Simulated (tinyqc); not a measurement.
From results back to parameters: free and nearly free electrons in a metal. Three cases, with inputs chosen for the exercise.

Problem. A free-electron metal with 4 atoms in the cubic cell and z electrons an atom has EF = c kF^2/m, (hbar omega_p)^2 = 8 pi c (e^2/(4 pi eps0)) n/m and kF = (3 pi^2 n)^(1/3), c = hbar^2/2m0.

Constants: hbar^2/2m0 = 3.80998211 eV angstrom^2; e^2/(4 pi eps0) = 14.39964547 eV angstrom.

Case 1.

Values chosen (out of a larger set: near those of Ag, whose d bands this model ignores; not measured data): a = 4.084 angstrom (fcc lattice constant).

EF = 5.50899 eV
hbar omega_p = 8.99826 eV

Case 2.

Values chosen (out of a larger set: near those of Co, whose d bands this model ignores; not measured data): a = 3.55 angstrom (fcc lattice constant).

EF = 11.57374 eV
hbar omega_p = 15.70217 eV

Case 3.

Values chosen (out of a larger set: near those of Al; not measured data): a = 4.074 angstrom (fcc lattice constant).

EF = 11.51549 eV
hbar omega_p = 15.64287 eV

Find: kF; m; z.

Solution. (hbar omega_p)^2/EF = (8/(3 pi)) (e^2/(4 pi eps0)) kF gives kF; EF then gives m, and n = kF^3/(3 pi^2) gives z.

Case 1.

kF = 1.2025 1/angstrom
m = 1.00 m0
z = 1.00

Case 2.

kF = 1.7429 1/angstrom
m = 1.00 m0
z = 2.00

Case 3.

kF = 1.7385 1/angstrom
m = 1.00 m0
z = 3.00

Computed by tinyqc, one run a case: `OMP_NUM_THREADS=1 python tinyqc.py N N+1 out.jsonl` with N = 1680213, 1680275, 1680295; one thread of a shared Intel(R) Xeon(R) Processor @ 2.30GHz, about 0.01 s a run at most.
